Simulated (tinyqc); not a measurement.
Threshold-voltage variability of a planar MOSFET, analytic estimates: two steps of the calculation.

Three independent sources add in quadrature: random dopants in the depleted layer, metal-gate grains of two orientations, and roughness of the two gate edges acting through the roll-off VT = VT(long) - Vr exp(-L/l). These are first-order estimates: no three-dimensional electrostatics, no percolation.

Values chosen for this exercise; material values close to those of silicon: temperature T = 300 K; band gap Eg = 1.11 eV; relative permittivity of the semiconductor eps_r = 11.9; conduction-band density of states at T Nc = 2.75e19 cm^-3; valence-band density of states at T Nv = 2.64e19 cm^-3; channel doping Na = 8.4e17 cm^-3; oxide-equivalent thickness in inversion ti = 0.9 nm; gate length L = 25 nm; gate width W = 92 nm; number of cells Nb = 65536; wanted yield Y = 0.994.

Constants: q = 1.602176634e-19 C, kB = 1.380649e-23 J/K, Vt = kB T/q, eps0 = 8.8541878128e-14 F/cm where lengths are in cm. Results are converted to the units shown.

Question 1. Random dopants. ni = sqrt(Nc Nv) exp(-Eg/(2 Vt)), Eg in volts; Cox = 3.9 eps0/ti; Wd = sqrt(4 eps0 eps_r Vt ln(Na/ni)/(q Na)); dopants: s1 = (q/Cox) sqrt(Na Wd/(3 L W)). The slope A1 = s1 sqrt(L W); mean number of dopants Na L W Wd.

Find: Cox; Wd; mean number of dopants; A1; s1.

Answer 1.

Cox = 3.837 uF/cm^2
Wd = 38.17 nm
mean number of dopants = 73.75
A1 = 0.4317 mV um
s1 = 9.002 mV

Counting alone, 1/sqrt(N) of the depletion voltage q Na Wd/Cox = 134 mV, would give sqrt(3) times more: dopants deep in the layer act less on the surface.

Question 2. Margin in standard deviations for the wanted yield. Cells fail independently with probability Q(k) = erfc(k/sqrt(2))/2 when the margin is k standard deviations, and Y = exp(-Nb Q(k)). phi = exp(-k^2/2)/sqrt(2 pi). Newton steps on ln Q(k) = ln(-ln(Y)/Nb): k(new) = k + [ln Q - ln(-ln(Y)/Nb)] Q/phi.

k at the start = 3

Give: Q(k); phi; k after iteration 1.

Answer 2.

Q(k) = 0.0013499
phi = 0.0044318
k after iteration 1 = 5.9227

Program tinyqc, `OMP_NUM_THREADS=1 python tinyqc.py 2090058 2090059 out.jsonl`; Intel Xeon 2.30GHz, shared host, one thread, about 0.01 s.
